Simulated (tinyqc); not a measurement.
Inside a calculation. Method: tight binding, honeycomb lattice. One step of it, computed by the program tinyqc.

Problem. Bloch Hamiltonian at K. H_AB = -t1 (1 + exp(-i k.a1) + exp(-i k.a2)); H_AA = delta - 2 t2 sum cos(k.b + phi), H_BB = -delta - 2 t2 sum cos(k.b - phi), b = a1, a2 - a1, -a2.

Parameters chosen for this model:
```
parameter     value                        unit
t1         2.380000                 eV, nearest
t2         0.220000       eV, second neighbours
phi               0  rad, phase of t2 (Haldane)
delta             0          eV, +/- on A and B
```

k point K (fractions of the reciprocal vectors): 0.333333  0.666667

Give: H(k) at K.

Solution.

H(k) at K (eV):
```
       A      B
A  0.660  0.000
B  0.000  0.660
```
